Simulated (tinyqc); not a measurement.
Metal-interlayer-semiconductor contact, depinning against tunnelling resistance: contact resistivity against the conduction-band offset of the interlayer above the semiconductor.

Zero bias, n-type semiconductor. Gap states at the semiconductor surface thin out as exp(-be ti), which unpins the barrier; electrons must then cross the interlayer (a rectangular barrier, no voltage drop across it) and the parabolic depleted layer, both by WKB. Energies E are counted from the Fermi level; no image force, parabolic bands.

S = 1/(1 + (1/S0 - 1) exp(-be ti)); phiB = S (phiM - chi) + (1 - S)(Eg - E0); xi = Ec - EF deep inside, from Nd = Nc F(-xi/Vt), F(x) = (2/sqrt(pi)) int_0^infinity sqrt(u) du/(1 + exp(u - x)); band bending U = phiB - xi; E00 = (hbar/2) sqrt(Nd/(eps0 eps_r mt m0)) in volts; A = 4 pi q mA m0 kB^2/h^3. With U = phiB - xi: for xi < E < phiB, y = (E - xi)/U and G1 = (U/E00) [sqrt(1 - y) - y ln((1 + sqrt(1 - y))/sqrt(y))], G1 = 0 above phiB; G2 = 2 ti sqrt(mi max(phiB + dE - E, 0)/C), C = hbar^2/(2 m0); f = 1/(1 + exp(E/Vt)); 1/rho_c = (A T^2/Vt^2) times the integral of exp(-G1 - G2) f over E from xi upwards. Shares under 0.001 % are printed as 0; rows without band bending are left out.

Parameters, values chosen for the exercise; semiconductor values close to those of germanium; interlayer mass of the order of that in titanium dioxide, offset chosen freely: temperature T = 300 K; band gap Eg = 0.663 eV; relative permittivity eps_r = 16.1; electron affinity chi = 3.95 eV; conduction-band density of states at T Nc = 1.04e19 cm^-3; tunnelling mass in the semiconductor mt = 0.123 m0; Richardson mass mA = 1.11 m0; donor density Nd = 8.9e18 cm^-3; charge-neutrality level above the valence band E0 = 0.089 eV; pinning factor without interlayer S0 = 0.05; metal work function phiM = 4.49 eV; interlayer thickness ti = 1.5 nm; tunnelling mass in the interlayer mi = 0.29 m0; decay constant of gap states through the interlayer be = 1.9 1/nm.

Constants: q = 1.602176634e-19 C, kB = 1.380649e-23 J/K, eps0 = 8.8541878128e-12 F/m, hbar = 1.054571817e-34 J s, h = 6.62607015e-34 J s, m0 = 9.1093837015e-31 kg, Vt = kB T/q, hbar^2/(2 m0) = 0.0380998212 eV nm^2. Results are converted to the units shown.

The same in every row: S = 0.476; phiB (eV) = 0.558; E00/Vt = 1.52; rho_c with G2 = 0 (ohm cm^2) = 1.13e-4.

Result of one run:
```
rho_c (ohm cm^2)  peak of the integrand (eV)  share above phiB (%)
2.09                                   0.123                0.0118
```

Which conduction-band offset of the interlayer above the semiconductor dE gave this result: 0.5, 1, 1.5, 2 or 3 eV?

dE = 1 eV.

The whole series:
```
dE (eV)  rho_c (ohm cm^2)  peak of the integrand (eV)  share above phiB (%)
0                  0.0199                       0.150                 0.394
0.5                 0.297                       0.130                0.0200
1                    2.09                       0.123                0.0118
1.5                  10.5                       0.120               0.00903
2                    43.2                       0.117               0.00763
2.5                   154                       0.115               0.00678
3                     494                       0.114               0.00620
```

As dE goes from 0 to 3, phiB stays at 0.558 eV and rho_c rises from 0.0199 to 494 ohm cm^2. The ratio of rho_c to its value with G2 = 0 runs from 177 to 4.39e6.

Computed by the program tinyqc: `OMP_NUM_THREADS=1 python tinyqc.py 2270144 2270145 out.jsonl`, one thread of a shared Intel Xeon 2.30GHz, about 0.04 s for the whole run.
